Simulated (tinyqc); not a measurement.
Phase-change memory cell, resistance drift and retention: drift of neighbouring levels.

The amorphous state follows Ra = R0 (t/t0)^nu exp[(q Ec/kB)(1/T - 1/(300 K))], with nu taken as independent of T. An intermediate level follows the logarithmic mixing rule ln R = (1 - fa) ln Rc + fa ln Ra with constant Rc. The time to lose the data by crystallisation is tr = tx exp[(q Ex/kB)(1/T - 1/Tx)]; 1 year = 3.15576e7 s. These are empirical laws.

Two intermediate levels, fa and 0.76, and the amorphous state at temperature T. A fixed threshold is set at the geometric mean of the two intermediate levels at t0.

Inputs (values chosen for the exercise); values of the order found in chalcogenide phase-change cells: resistance of the amorphous state at t0 and 300 K R0 = 14 Mohm; reference time t0 = 10 s; drift exponent nu = 0.106; activation energy of conduction Ec = 0.21 eV; operating temperature T = 300 K; amorphous share of an intermediate level fa = 0.61; resistance of the crystalline state Rc = 37 kohm.

Constants: q = 1.602176634e-19 C, kB = 1.380649e-23 J/K. Results are converted to the units shown.

Drift of neighbouring levels:

| t (s) | lower level (Mohm) | upper level (Mohm) | Ra (Mohm) | lower level/threshold |
|---|---|---|---|---|
| 10 | 1.383 | 3.368 | 14.00 | 0.6407 |
| 100 | 1.605 | 4.055 | 17.87 | 0.7436 |
| 1000 | 1.862 | 4.881 | 22.81 | 0.8629 |
| 10000 | 2.161 | 5.876 | 29.12 | 1.001 |
| 1e5 | 2.508 | 7.074 | 37.16 | 1.162 |
| 1e6 | 2.911 | 8.516 | 47.44 | 1.349 |
| 1e7 | 3.378 | 10.25 | 60.55 | 1.565 |
| 1e8 | 3.921 | 12.34 | 77.29 | 1.817 |
| 1e9 | 4.550 | 14.86 | 98.66 | 2.108 |

Over eight decades Ra grows by a factor of 7.05, the upper level by 4.41 and the lower by 3.29, so their ratio widens from 2.44 to 3.27. The lower level crosses the fixed threshold by t = 10000 s among the rows and would then be misread.

tinyqc, about 0.01 s, one thread, Intel Xeon 2.30GHz (shared host): `OMP_NUM_THREADS=1 python tinyqc.py 2880004 2880005 out.jsonl`
